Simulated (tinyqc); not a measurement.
From results back to parameters: round or elliptic silicon nanowire with anisotropic valleys (Ritz method). Five cases, with inputs chosen for the exercise.

Problem. For a circular wire every level scales as 1/R^2. The lowest level of group A was computed from a hidden radius.

Wire along x = [100] on a (001) wafer, y = [010], z = [001]. Valley groups, two valleys each (w = inverse masses): A, axis along z: w_y = 1/mt, w_z = 1/ml, m_x = mt; B, axis along y: w_y = 1/ml, w_z = 1/mt, m_x = mt; C, axis along x: w_y = w_z = 1/mt, m_x = ml.

Hard wall on the ellipse (y/a)^2 + (z/b)^2 = 1, c = hbar^2/2m0. With u = y/a, v = z/b the operator is -c [(w_y/a^2) d2/du2 + (w_z/b^2) d2/dv2] on the unit disc. Basis (1 - u^2 - v^2) u^i v^j; S, X and Y are the disc integrals of f f', (df/du)(df'/du) and (df/dv)(df'/dv), from the integral of u^p v^q = 2 Gamma((p+1)/2) Gamma((q+1)/2)/((p + q + 2) Gamma((p+q+2)/2)) for even p, q; H = c (w_y X/a^2 + w_z Y/b^2).

Converged values use 21 functions of each parity class (e or o in u, then in v).

Constants: hbar^2/2m0 = 3.80998211 eV angstrom^2.

Find: E R^2/c; R.

Case 1.

Values chosen (out of a larger set: near those of a Si nanowire; not measured data): ml = 0.912 m0 (longitudinal mass); mt = 0.194 m0 (transverse mass).

level = 0.092913 eV

Solution.

E R^2/c = 17.778
R = 27.0 angstrom

Solve once for R = 1 and scale. The mean inverse mass would give 2.404826^2 (1/mt + 1/ml)/2 = 18.076, 1.7 % too high.

Case 2.

Values chosen (out of a larger set: near those of a Si nanowire; not measured data): ml = 0.912 m0 (longitudinal mass); mt = 0.192 m0 (transverse mass).

level = 0.059083 eV

Solution.

E R^2/c = 17.927
R = 34.0 angstrom

Solve once for R = 1 and scale. The mean inverse mass would give 2.404826^2 (1/mt + 1/ml)/2 = 18.231, 1.7 % too high.

Case 3.

Values chosen (out of a larger set: near those of a Si nanowire; not measured data): ml = 0.933 m0 (longitudinal mass); mt = 0.186 m0 (transverse mass).

level = 0.111630 eV

Solution.

E R^2/c = 18.312
R = 25.0 angstrom

Solve once for R = 1 and scale. The mean inverse mass would give 2.404826^2 (1/mt + 1/ml)/2 = 18.645, 1.8 % too high.

Case 4.

Values chosen (out of a larger set: near those of a Si nanowire; not measured data): ml = 0.911 m0 (longitudinal mass); mt = 0.189 m0 (transverse mass).

level = 0.050538 eV

Solution.

E R^2/c = 18.159
R = 37.0 angstrom

Solve once for R = 1 and scale. The mean inverse mass would give 2.404826^2 (1/mt + 1/ml)/2 = 18.474, 1.7 % too high.

Case 5.

Values chosen (out of a larger set: near those of a Si nanowire; not measured data): ml = 0.928 m0 (longitudinal mass); mt = 0.192 m0 (transverse mass).

level = 0.052523 eV

Solution.

E R^2/c = 17.866
R = 36.0 angstrom

Solve once for R = 1 and scale. The mean inverse mass would give 2.404826^2 (1/mt + 1/ml)/2 = 18.176, 1.7 % too high.

Computed by tinyqc, one run a case: `OMP_NUM_THREADS=1 python tinyqc.py N N+1 out.jsonl` with N = 1282140, 1282225, 1282341, 1282434, 1282488; one thread of a shared Intel(R) Xeon(R) Processor @ 2.30GHz, about 0.08 s a run at most.
